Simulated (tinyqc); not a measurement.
Capacitance of parallel on-chip lines from Laplace's equation on a mesh: two steps of the calculation.

Cross-section of an endless row of equal lines between two grounded planes; neighbours are driven in antiphase (+1 V and -1 V), so the plane midway between two lines is at 0 V. By symmetry one quarter is solved: x runs from the centre of a line (column 0, mirror) to that midplane (column 3, 0 V), y from the mid-height of the line (row 0, mirror) to the ground plane (row 4, 0 V). The line fills columns 0 to 1 and rows 0 to 2 at 1 V. Cells beside the line (below row 2) have e2, cells above have e1. Each link between nodes has the conductance g = mean permittivity of the two cells beside it (a cell beyond a mirror counts as 0), and the free nodes obey sum g (V_neighbour - V) = 0.

Inputs (values chosen for the exercise):
- e1 = 3.9 (relative permittivity above and below the lines)
- e2 = 7 (relative permittivity between the lines)
- om = 1.4 (over-relaxation factor)

Constants: eps0 = 8.8541878128e-12 F/m. Results are converted to the units shown.

Problem 1. Relaxation sweep. One sweep visits the free nodes row by row from row 0, left to right, and replaces V by V + om (weighted mean of the neighbours - V), using new values at once.

V after sweep 1 (V):
```
           col 0      col 1      col 2      col 3
row 0  1.0000000  1.0000000  0.3500000  0.0000000
row 1  1.0000000  1.0000000  0.4725000  0.0000000
row 2  1.0000000  1.0000000  0.5624083  0.0000000
row 3  0.3500000  0.4725000  0.3622179  0.0000000
row 4  0.0000000  0.0000000  0.0000000  0.0000000
```

gx:
```
       col 0  col 1  col 2
row 0    3.5    3.5    3.5
row 1      7      7      7
row 2   5.45   5.45   5.45
row 3    3.9    3.9    3.9
row 4   1.95   1.95   1.95
```

gy:
```
       col 0  col 1  col 2  col 3
row 0    3.5      7      7    3.5
row 1    3.5      7      7    3.5
row 2   1.95    3.9    3.9   1.95
row 3   1.95    3.9    3.9   1.95
```

Give: V after sweep 2.

Solution 1.

V after sweep 2 (V):
```
       col 0  col 1  col 2  col 3
row 0  1.000  1.000  0.541  0.000
row 1  1.000  1.000  0.547  0.000
row 2  1.000  1.000  0.462  0.000
row 3  0.541  0.477  0.184  0.000
row 4  0.000  0.000  0.000  0.000
```

Problem 2. Capacitance per length. C = 4 eps0 sum g (difference of V)^2 over all links (twice the energy of the four quarters, line at 1 V). Plate estimate without fringing: eps0 [2 e1 w/hd + 2 e2 t/(s/2)], w = 2 hx, t = 4 hx, s/2 = 2 hx, hd = 2 hx.

converged V (V):
```
           col 0      col 1      col 2      col 3
row 0  1.0000000  1.0000000  0.4920000  0.0000000
row 1  1.0000000  1.0000000  0.4840000  0.0000000
row 2  1.0000000  1.0000000  0.4440000  0.0000000
row 3  0.4593846  0.4187692  0.2156923  0.0000000
row 4  0.0000000  0.0000000  0.0000000  0.0000000
```

gx:
```
       col 0  col 1  col 2
row 0    3.5    3.5    3.5
row 1      7      7      7
row 2   5.45   5.45   5.45
row 3    3.9    3.9    3.9
row 4   1.95   1.95   1.95
```

gy:
```
       col 0  col 1  col 2  col 3
row 0    3.5      7      7    3.5
row 1    3.5      7      7    3.5
row 2   1.95    3.9    3.9   1.95
row 3   1.95    3.9    3.9   1.95
```

Wanted: C; plate estimate.

Solution 2.

C = 415.84 aF/um
plate estimate = 316.98 aF/um

Numbers from tinyqc (`OMP_NUM_THREADS=1 python tinyqc.py 2790122 2790123 out.jsonl`; about 0.7 s on one thread of a shared Intel Xeon 2.30GHz).
